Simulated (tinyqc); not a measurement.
Balance functions: hot carriers by balance equations with a heated Maxwellian. Computed by tinyqc, a small Python program. Command: `OMP_NUM_THREADS=1 python tinyqc.py 3013064 3013065 out.jsonl hot walk`. One thread of a shared host (Intel(R) Xeon(R) Processor @ 2.30GHz), about 0.01 s of CPU time with the checks.

The carriers follow a Maxwellian at an electron temperature T_e, slightly displaced; the drift energy is neglected against k_B T_e. The balance averages the rate, not the time, so mu_0 lies below the relaxation-time value.

Inputs (values chosen for the exercise, modelled on electrons in diamond): effective mass m = 0.503 m_0; density rho = 3515 kg/m^3; sound velocity v_l = 18000 m/s; acoustic deformation potential D_A = 8.2 eV; phonon energy hbar w = 144 meV; optical or intervalley deformation potential D_o = 7 1e8 eV/cm; final valleys Z_f = 5; lattice temperature T = 250 K.

Band: parabolic. Solver: damped fixed point.

Constants: k_B = 8.617333262e-05 eV/K; k_B = 1.380649e-23 J/K; e = 1.602176634e-19 C; hbar = 1.054571817e-34 J s; m_0 = 9.1093837015e-31 kg; hbar = 6.582119569e-16 eV s.

Method:
- Parabolic band: E = hbar^2 k^2/(2 m), speed v = hbar k/m, states per spin, volume and energy g(E) = m k/(2 pi^2 hbar^2). Masses are multiplied by m_0 and all formulas are in SI units.
- Phonon occupation N_q = 1/(exp(hbar w/(k_B T)) - 1).
- Acoustic deformation potential (elastic, equipartition, absorption and emission together): 1/tau = 2 pi k_B T D_A^2 g(E)/(hbar rho v_l^2).
- Optical or intervalley deformation potential: 1/tau = (pi Z_f D_o^2/(rho w)) [N_q g(E + hbar w) + (N_q + 1) g(E - hbar w)], with g = 0 below the band edge.
- Averages over the Maxwellian, <y> = int y x^(1/2) exp(-x) dx / int x^(1/2) exp(-x) dx with x = E/(k_B T_e), split at x_0 = hbar w/(k_B T_e): 64 Gauss-Legendre points in sqrt(x) below it and 128 in sqrt(x - x_0) above it, up to x = 32. Momentum balance: mu(T_e) = e/(m nu), nu = <x (sum of rates)>/<x>. Power lost per carrier: P(T_e) = hbar w <emission rate - absorption rate> + <(2 m v_l^2/(k_B T)) (E - 2 k_B T) acoustic rate>.
- The field that sustains T_e follows from e mu F^2 = P.

Against the electron temperature:
```
T_e (K)  mu (cm^2/(V s))  P optical (1e9 eV/s)  P acoustic (1e9 eV/s)  F (kV/cm)  drift velocity (1e7 cm/s)
275               5336.8            1.2410e+00             1.5218e-01      0.511                     0.2727
325               4228.5            5.5491e+00             4.9632e-01      1.196                     0.5056
400               2960.2            1.7414e+01             1.1012e+00      2.501                     0.7403
500               1952.6            4.3466e+01             2.0520e+00      4.828                     0.9428
750                976.9            1.4514e+02             5.0264e+00     12.398                     1.2112
1250               507.6            3.9794e+02             1.2978e+01     28.452                     1.4442
2000               328.4            7.4817e+02             2.8728e+01     48.637                     1.5973
3000               243.3            1.1267e+03             5.5290e+01     69.700                     1.6958
```

What follows from these numbers?

Optical phonons take 89 % of the power in the first row and 95 % in the last. The velocity grows as F^0.73 at first and as F^0.17 at the end, so it levels off; if optical phonons alone set both balances the limit at high T_e would be sqrt(3 hbar w tanh(hbar w/2 k_B T)/(4 m)) = 1.94 in the same unit. Rows above 1400 K (k_B T_e > 0.12 eV) stretch the parabolic band.
